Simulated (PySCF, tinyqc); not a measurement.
Starting guesses with DIIS over 6 matrices: SCF starting guesses in the sto-3g basis, for H4, spin multiplicity 1. Computed by the program tinyqc with PySCF. RHF with one setting changed at a time; a run stops when the energy changes by less than 1e-09 hartree and the error matrix is below 1e-5. Starts: the lowest orbitals of the core Hamiltonian, of the Wolfsberg-Helmholz matrix (K = 1.75), projected atomic densities, random orbitals, and the highest orbitals of the core Hamiltonian (a deliberately bad start).

Geometry (angstrom):
```
atom       x       y       z
H     0.0000  0.0000  0.0000
H     0.0000  0.0000  1.2950
H     0.0000  0.0000  2.3120
H     0.0000  0.0000  3.6070
```

lowest restricted solution found by these runs and by PySCF = -1.947565 hartree

Largest element of the error matrix X^T (FDS - SDF) X:
```
iteration     core  Wolfsberg-Helmholz  atomic densities   random  highest core orbitals
1          4.6e-01             1.2e-01           3.5e-02  5.4e-01                7.5e-02
2          7.4e-02             3.7e-02           4.3e-02  3.3e-01                2.1e-14
3          3.1e-03             1.4e-02           3.3e-02  4.9e-02                8.9e-13
4          8.1e-04             2.7e-04           1.1e-02  8.9e-03                      -
5          4.6e-04             6.8e-05           9.1e-04  4.8e-03                      -
6          3.3e-04             3.9e-05           3.2e-04  8.4e-04                      -
8          4.7e-07             6.0e-07           1.6e-05  2.7e-07                      -
```

How each run ends:
```
run                    iterations  E (hartree)         state
core                            9     -1.94756  lowest found
Wolfsberg-Helmholz              9     -1.94756  lowest found
atomic densities                9     -1.94756  lowest found
random                          9     -1.94756  lowest found
highest core orbitals           3     -1.52524        higher
```

What does the comparison show, and why?

4 of 5 runs reach the lowest restricted solution found, in 9 to 9 iterations (fastest: core, Wolfsberg-Helmholz, atomic densities, random). Ending on a higher stationary point: highest core orbitals; a small error matrix cannot reveal that, and an occupation fixed by the start is kept by symmetry or by the shape of the basin. The first errors are 5e-01, 1e-01, 4e-02, 5e-01, 7e-02. The restricted reference is unstable here: a spin-polarised solution lies 0.0634 hartree lower (PySCF), so results built on it describe a poor reference.
